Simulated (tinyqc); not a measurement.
# Programming of a floating-gate cell by Fowler-Nordheim tunnelling: threshold shift against time

Per tunnel area the floating gate has Ctun = 3.9 eps0/tox to the channel (0 V) and Ccg to the control gate, Ct = Ctun/(1 - ag), no other coupling. With the threshold shift U = -Q/Ccg the field is F = ag (Vg - U)/tox, and dU/dt = J/Ccg. Fowler-Nordheim: J = A F^2 exp(-B/F), A = q^2/(16 pi^2 hbar mo phi) (times 1e14 for A/cm^2 with F in V/nm, emitter mass m0), B = (4/3) sqrt(mo/C) phi^1.5, C = hbar^2/(2 m0).

Exact: exp(B/F(t)) = exp(B/F(0)) + K t, K = A B ag/(Ccg tox), and U = Vg - tox F/ag.

Parameters, values chosen for the exercise; oxide values close to those of silicon dioxide:
```
symbol  value  unit                       meaning
phi      3.08    eV                tunnel barrier
mo        0.4    m0               tunnelling mass
tox       6.8    nm        tunnel oxide thickness
ag       0.57               coupling ratio Ccg/Ct
Vt0      -2.5     V  threshold shift at the start
Vg       13.1     V          control-gate voltage
```

Constants: q = 1.602176634e-19 C, hbar = 1.054571817e-34 J s, m0 = 9.1093837015e-31 kg, eps0 = 8.8541878128e-14 F/cm where lengths are in cm, hbar^2/(2 m0) = 0.0380998212 eV nm^2. Results are converted to the units shown.

Threshold shift against time:
```
t (s)    F (V/nm)  J (A/cm^2)    U (V)  dU/dlog10 t (V)
5.9e-9      1.305       3.603   -2.468          0.07271
2.6e-8      1.296       3.165   -2.367           0.2815
1.1e-7      1.270       2.080   -2.049           0.7825
5e-7        1.211      0.7674   -1.341            1.312
2.2e-6      1.135      0.1881  -0.4439            1.415
9.5e-6      1.062     0.04020   0.4252            1.306
4.1e-5     0.9967    0.008301    1.209            1.164
0.00018    0.9376    0.001678    1.914            1.033
0.00079    0.8851    3.409e-4    2.541           0.9213
0.0035     0.8378    6.897e-5    3.105           0.8257
0.015      0.7963    1.454e-5    3.601           0.7458
```

U rises from -2.47 to 3.60 V, while J falls by 5.39 decades, at the end as t^(-1.07). Well past t0 = 1.57e-7 s the stored charge chokes the field and U gains only 0.746 V a decade. In every row the starting field exceeds 12 MV/cm, where the oxide would wear out or break down quickly.

Range of the model: Programming fields of 10 MV/cm and more wear the oxide; trapping and the channel potential are ignored.

Computed by the program tinyqc: `OMP_NUM_THREADS=1 python tinyqc.py 2130084 2130085 out.jsonl`, one thread of a shared Intel Xeon 2.30GHz, about 0.01 s for the whole run.
